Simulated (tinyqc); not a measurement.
Worked calculation: Hubbard ring of 3 sites. One step of it, computed by the program tinyqc.

Question. The many-body Hamiltonian. Basis: all placements (u, d, 2, 0 on each site), up operators ordered before down ones; hops carry the sign of the same-spin electrons passed.

one-body matrix (hopping and site energies) (eV), order 1, 2, 3:
```
[[-0.740000, -1.430000, -1.430000],
 [-1.430000, 0.090000, -1.430000],
 [-1.430000, -1.430000, -0.960000]]
```

U = 1.900000 eV

electrons, up and down: [2, 1]

Give: H.

Answer.

H (eV), order 2u0, u20, uud, 20u, udu, u02, duu, 02u, 0u2:
```
[[0.5100, -1.4300, -1.4300, -1.4300, 0.0000, 0.0000, 1.4300, 0.0000, 0.0000],
 [-1.4300, 1.3400, -1.4300, 0.0000, -1.4300, 0.0000, 0.0000, 1.4300, 0.0000],
 [-1.4300, -1.4300, -1.6100, 0.0000, 0.0000, -1.4300, 0.0000, 0.0000, 1.4300],
 [-1.4300, 0.0000, 0.0000, -0.5400, -1.4300, -1.4300, -1.4300, 0.0000, 0.0000],
 [0.0000, -1.4300, 0.0000, -1.4300, -1.6100, -1.4300, 0.0000, -1.4300, 0.0000],
 [0.0000, 0.0000, -1.4300, -1.4300, -1.4300, -0.7600, 0.0000, 0.0000, -1.4300],
 [1.4300, 0.0000, 0.0000, -1.4300, 0.0000, 0.0000, -1.6100, -1.4300, -1.4300],
 [0.0000, 1.4300, 0.0000, 0.0000, -1.4300, 0.0000, -1.4300, 1.1200, -1.4300],
 [0.0000, 0.0000, 1.4300, 0.0000, 0.0000, -1.4300, -1.4300, -1.4300, 0.0700]]
```
